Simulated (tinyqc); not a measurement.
Inside a calculation. Method: Ewald sum of point charges, fcc lattice in a neutralising background. Computed by tinyqc, a small Python program that keeps every step. Command: `OMP_NUM_THREADS=1 python tinyqc.py 21855 21856 out.jsonl` (the two numbers bound the seeds that draw the settings). One thread of a shared host (Intel(R) Xeon(R) Processor @ 2.60GHz), about 0.02 s of CPU time with the checks.

## Ewald sum with eta = 0.308 1/bohr

cell vectors (rows) (bohr):
```
          1         2         3
1  0.000000  6.405000  6.405000
2  6.405000  0.000000  6.405000
3  6.405000  6.405000  0.000000
```

Charges:

| q | f1 | f2 | f3 |
|---|---|---|---|
| 1.000000 | 0.000000 | 0.000000 | 0.000000 |

Real space: 1/2 sum q_i q_j erfc(eta r)/r over all images with r > 0; reciprocal space: (2 pi/V) sum_(G != 0) exp(-G^2/4 eta^2)/G^2 |S(G)|^2 with S(G) = sum q exp(i G.r); self term -eta/sqrt(pi) sum q^2; background -pi Q^2/(2 V eta^2), Q the total charge.

Real-space shells (first ones):

| r (bohr) | pairs | sum (hartree) |
|---|---|---|
| 9.058038 | 12 | 0.000053 |
| 12.810000 | 6 | 5.64e-09 |
| 15.688982 | 24 | 0 |
| 18.116076 | 12 | 0 |

Reciprocal shells (first ones that count):

| G^2 (1/bohr^2) | vectors | sum (hartree) |
|---|---|---|
| 0.721743 | 8 | 0.019781 |
| 0.962324 | 6 | 0.005902 |
| 1.924649 | 12 | 0.000467 |
| 2.646392 | 24 | 0.000101 |
| 2.886973 | 8 | 0.000016 |
| 3.849297 | 6 | 7.32e-07 |
| 4.571041 | 24 | 3.68e-07 |
| 4.811622 | 24 | 1.86e-07 |
| 5.773946 | 24 | 1.22e-08 |
| 6.495689 | 32 | 2.17e-09 |

## The total does not depend on eta

The same sums for other eta.

Totals (hartree per cell):

| eta | real | reciprocal | self | background | total |
|---|---|---|---|---|---|
| 0.308000 | 0.000053 | 0.026270 | -0.173770 | -0.031509 | -0.17895637 |
| 0.388000 | 4.43e-07 | 0.059804 | -0.218906 | -0.019855 | -0.17895637 |
| 0.500000 | 9.96e-11 | 0.115095 | -0.282095 | -0.011956 | -0.17895637 |

shortest distance = 9.058038 bohr
